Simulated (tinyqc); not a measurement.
## Long-channel MOSFET, surface-potential model: effect of the acceptor density of the body

n-channel transistor on a uniformly doped p-type body, gradual-channel approximation, constant mobility, Boltzmann statistics, full ionisation. Potentials are counted from the neutral body; V is the electron quasi-Fermi potential, Vsb at the source and Vsb + Vds at the drain. Charges are magnitudes per area.

ni = sqrt(Nc Nv) exp(-Eg/(2 Vt)), Eg in volts; phiF = Vt ln(Na/ni); Cox = eps0 eox/tox; gamma = sqrt(2 q eps0 eps_r Na)/Cox. The surface potential psi at channel potential V solves Vgs + Vsb - Vfb - psi = gamma sqrt(G), G = psi - Vt + Vt exp((psi - 2 phiF - V)/Vt). Charge sheet: Qi = Cox gamma [sqrt(G) - sqrt(psi - Vt)]; I = mu (W/L) [integral of Qi dpsi from psi_0 to psi_L (drift) + Vt (Qi0 - QiL) (diffusion)], with psi_0 at V = Vsb and psi_L at V = Vsb + Vds. VT = Vfb + 2 phiF + gamma sqrt(2 phiF + Vsb), m = 1 + gamma/(2 sqrt(2 phiF + Vsb)). The swing is 20 mV/log10[I(VT - 0.14 V)/I(VT - 0.16 V)] of the charge-sheet current at the given Vds.

Inputs (values chosen for the exercise); material values close to those of silicon:
- T = 300 K (temperature)
- Eg = 1.14 eV (band gap)
- eps_r = 11.5 (relative permittivity of the semiconductor)
- Nc = 2.84e19 cm^-3 (conduction-band density of states at T)
- Nv = 2.63e19 cm^-3 (valence-band density of states at T)
- eox = 4.04 (relative permittivity of the gate insulator)
- tox = 5.9 nm (insulator thickness)
- Vfb = -0.56 V (flat-band voltage)
- mu = 240 cm^2/(V s) (channel mobility)
- W = 5 um (gate width)
- L = 5 um (gate length)
- Vsb = 0 V (source-body reverse bias)
- Vgs = 0.39 V (gate-source voltage)
- Vds = 1.2 V (drain-source voltage)

Constants: q = 1.602176634e-19 C, kB = 1.380649e-23 J/K, Vt = kB T/q, eps0 = 8.8541878128e-14 F/cm where lengths are in cm. Results are converted to the units shown.

Effect of the acceptor density of the body:

| Na (cm^-3) | gamma (V^0.5) | VT (V) | m | swing (mV/decade) | I at Vgs, Vds (uA) |
|---|---|---|---|---|---|
| 5e14 | 0.02107 | 0.03196 | 1.014 | 62.53 | 2.263 |
| 9.2e14 | 0.02858 | 0.06977 | 1.018 | 62.68 | 1.806 |
| 1.7e15 | 0.03885 | 0.1103 | 1.024 | 62.96 | 1.358 |
| 3.2e15 | 0.05330 | 0.1556 | 1.033 | 63.41 | 0.9184 |
| 5.8e15 | 0.07175 | 0.2028 | 1.043 | 64.00 | 0.5472 |
| 1.1e16 | 0.09881 | 0.2605 | 1.058 | 64.91 | 0.2329 |
| 2e16 | 0.1332 | 0.3234 | 1.076 | 66.06 | 0.06231 |

Read the table: what changes, and by how much?

As Na goes from 5e14 to 2e16 cm^-3, VT rises from 0.0320 to 0.323 V, the swing rises from 62.5 to 66.1 mV a decade and the current falls from 2.26 to 0.0623 uA. The swing is 3.6 % above m Vt ln 10 in the first row and 3.1 % above it in the last.

Numbers from tinyqc (`OMP_NUM_THREADS=1 python tinyqc.py 2360082 2360083 out.jsonl`; about 0.03 s on one thread of a shared Intel Xeon 2.30GHz).
